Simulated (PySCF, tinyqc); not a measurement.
RHF in the sto-6g basis, for B+, spin multiplicity 1, step by step. The lowest restricted solution is unstable here: a spin-polarised one lies 0.0000 hartree lower (PySCF). One step of it, computed by the program tinyqc.

Question. Iteration 2: building the Fock matrix. J_ij = sum D_kl (ij|kl), K_ij = sum D_kl (ik|jl); F = H + J - 0.5 K; E = tr D H + tr D J / 2 - 0.25 tr D K + E_nn.

D after iteration 1:
```
            1B 1s      1B 2s     1B 2px     1B 2py     1B 2pz
1B 1s    2.133246  -0.519025   0.085145   0.160263   0.003432
1B 2s   -0.519025   1.977333  -0.249815  -0.443985  -0.244154
1B 2px   0.085145  -0.249815   0.031753   0.056521   0.030252
1B 2py   0.160263  -0.443985   0.056521   0.100648   0.053494
1B 2pz   0.003432  -0.244154   0.030252   0.053494   0.031990
```

core Hamiltonian H = T + V (hartree):
```
             1B 1s      1B 2s     1B 2px     1B 2py     1B 2pz
1B 1s   -12.444477  -3.078069   0.000000   0.000000   0.000000
1B 2s    -3.078069  -3.375648   0.000000   0.000000   0.000000
1B 2px    0.000000   0.000000  -2.624950   0.000000   0.000000
1B 2py    0.000000   0.000000   0.000000  -2.624950   0.000000
1B 2pz    0.000000   0.000000   0.000000   0.000000  -2.624950
```

Two-electron integrals (ij|kl) in chemists' order, unique and non-zero (hartree):
```
(11|11) 2.924993   (21|11) 0.480756   (21|21) 0.099484   (22|11) 0.743449
(22|21) 0.188967   (22|22) 0.544922   (31|31) 0.021096   (32|31) 0.030854
(32|32) 0.120443   (33|11) 0.743450   (33|21) 0.188967   (33|22) 0.544922
(33|33) 0.587109   (41|41) 0.021096   (42|41) 0.030854   (42|42) 0.120443
(43|43) 0.031641   (44|11) 0.743450   (44|21) 0.188967   (44|22) 0.544922
(44|33) 0.523827   (44|44) 0.587109   (51|51) 0.021096   (52|51) 0.030854
(52|52) 0.120443   (53|53) 0.031641   (54|54) 0.031641   (55|11) 0.743450
(55|21) 0.188967   (55|22) 0.544922   (55|33) 0.523827   (55|44) 0.523827
(55|55) 0.587109
```

nuclear repulsion = 0 hartree

Give: Coulomb J; exchange K; Fock matrix F; total energy of this density.

Answer.

Coulomb J (hartree):
```
         1B 1s   1B 2s  1B 2px  1B 2py  1B 2pz
1B 1s    7.333   1.327  -0.012  -0.021  -0.015
1B 2s    1.327   2.557  -0.055  -0.097  -0.059
1B 2px  -0.012  -0.055   2.555   0.004   0.002
1B 2py  -0.021  -0.097   0.004   2.560   0.003
1B 2pz  -0.015  -0.059   0.002   0.003   2.555
```

exchange K (hartree):
```
         1B 1s   1B 2s  1B 2px  1B 2py  1B 2pz
1B 1s    5.941   0.967   0.010   0.025  -0.051
1B 2s    0.967   1.113  -0.148  -0.260  -0.162
1B 2px   0.010  -0.148   0.274   0.031   0.017
1B 2py   0.025  -0.260   0.031   0.312   0.030
1B 2pz  -0.051  -0.162   0.017   0.030   0.274
```

Fock matrix F (hartree):
```
         1B 1s   1B 2s  1B 2px  1B 2py  1B 2pz
1B 1s   -8.082  -2.234  -0.017  -0.033   0.011
1B 2s   -2.234  -1.375   0.019   0.033   0.022
1B 2px  -0.017   0.019  -0.207  -0.012  -0.006
1B 2py  -0.033   0.033  -0.012  -0.221  -0.011
1B 2pz   0.011   0.022  -0.006  -0.011  -0.207
```

total energy of this density = -24.10038 hartree
